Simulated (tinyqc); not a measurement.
# Spin coating of a resist or spin-on film: centrifugal thinning, evaporation and the final thickness (Emslie and Meyerhofer models), step by step

A worked calculation. Computed by tinyqc, a small Python program that keeps every step. Command: `OMP_NUM_THREADS=1 python tinyqc.py 3110755 3110756 out.jsonl spincoat walk`. One thread of a shared host (Intel(R) Xeon(R) Processor @ 2.30GHz), about 0.1 s of CPU time with the checks. Intermediate numbers are printed to about 5 digits and carried at full precision; extremes and crossings named in words are read from the listed rows.

A Newtonian film stays uniform over the wafer; solvent and solids have the same density and the concentration is uniform through the thickness.

Inputs (values chosen for the exercise, of the order of those of a polymer resist in an ester solvent): solids volume fraction c0 = 0.32; kinematic viscosity of the solvent nu_s = 1 mm^2/s; viscosity constant k = 420 mm^2/s; viscosity exponent gamma = 2.9; spin speed f = 6000 rpm; evaporation rate at 1000 rpm e0 = 0.051 micrometre/s; starting thickness h0 = 400 micrometre; time t = 0.59 s; wafer radius R = 150 mm; shrinkage in the bake = 13 %.

## Rates

omega = 2 pi f/60; nu(c) = nu_s + k c^gamma; evaporation rate e = e0 sqrt(f/1000 rpm). Flow constant K = 2 omega^2/(3 nu(c0)); Reynolds number of the air omega R^2/nu_air with nu_air = 15 mm^2/s.

omega = 628.32 1/s

nu(c0) = 16.424 mm^2/s

evaporation rate e = 0.12492 micrometre/s

flow constant K = 0.016025 1/(micrometre^2 s)

Reynolds number of the air = 9.4248e+05

Caution: above a Reynolds number of about 3e5 the air flow near the rim turns turbulent, and evaporation is no longer uniform.

## Thinning without evaporation

dh/dt = -K h^3 gives h = h0/sqrt(1 + 2 K h0^2 t); for long times h = 1/sqrt(2 K t).

h(t) without evaporation = 7.2709 micrometre

long-time form = 7.2721 micrometre

time 1/(2 K h0^2) = 1.9501e-04 s

The long-time form is within 0.017 %: the starting thickness is forgotten.

## The two-stage estimate

Meyerhofer estimate: flow rules until (1 - c0) K h^3 = e, then evaporation alone: h_w = (e/((1 - c0) K))^(1/3), dry film c0 h_w.

wet thickness h_w = 2.2548 micrometre

dry film, estimate = 721.54 nm

drying time (1 - c0) h_w/e = 12.274 s

## First explicit step of the full model

Solids s and liquid l per area start at s = c0 h0, l = (1 - c0) h0. With h = h0 and c = c0: Q = K h^3, K = 2 omega^2/(3 nu); one Euler step of length dt = 0.01 h0/Q for s and l, ds/dt = -c Q, dl/dt = -(1 - c) Q - e.

Q = 1.0256e+06 micrometre/s

dt = 3.9001e-06 s

s = 126.72 micrometre

l = 269.28 micrometre

Q/e at the start = 8.2099e+06

## The full model

Full model for solids s and liquid l per area, h = s + l, c = s/h: ds/dt = -c Q, dl/dt = -(1 - c) Q - e, Q = 2 omega^2 h^3/(3 nu(c)); integrated adaptively (relative tolerance 1e-9) until l = 0. Dry film = s at l = 0, before the bake; film after the bake = s x (1 - shrinkage).

time to dry = 15.730 s

dry film = 789.87 nm

film after the bake = 687.19 nm

## Course in time

Times are fractions of the time to dry.

History:
```
fraction       t (s)  h (micrometre)        c  nu (mm^2/s)         Q/e  s (nm)
0.003     4.7190e-02          25.660  0.32005        16.43  2.1665e+03  8212.5
0.010     1.5730e-01          14.074  0.32030        16.47  3.5673e+02  4508.0
0.030     4.7190e-01           8.127  0.32155        16.64  6.7963e+01  2613.4
0.100     1.5730e+00           4.444  0.32956        17.80  1.0391e+01  1464.7
0.200     3.1460e+00           3.124  0.34786        20.65  3.1108e+00  1086.7
0.350     5.5055e+00           2.312  0.38884        28.14  9.2523e-01   899.0
0.500     7.8650e+00           1.850  0.44872        42.11  3.1677e-01   830.1
0.700     1.1011e+01           1.392  0.57343        84.72  6.7133e-02   798.5
0.900     1.4157e+01           0.987  0.80085       221.57  9.1536e-03   790.8
```

Q/e drops below 1 between t = 3.1 and 5.5 s, when c has risen from 0.32 to about 0.389; after that row the solids fall by a further 12 %. The full model gives 1.09 times the two-stage estimate.

## Spin curve

The formulas are those given above.

Dry film against speed:
```
f (rpm)  full model (nm)  estimate (nm)  time to dry (s)
500               2736.2         2499.5           188.74
1000              1934.8         1767.4            94.37
1500              1579.7         1443.1            62.92
2000              1368.1         1249.7            47.19
3000              1117.1         1020.4            31.46
4000               967.4          883.7            23.59
6000               789.9          721.5            15.73
```

The full thickness goes as f^-0.500; the estimate as (e/omega^2)^(1/3) = f^(-1/2). The time to dry goes as f^-1.00. A thickness window of 1 % allows a speed error of about 2 %.

Checks made by the program: constant-viscosity run against c0 h0 exp(-int K h^2 dt) (relative difference 2e-05).
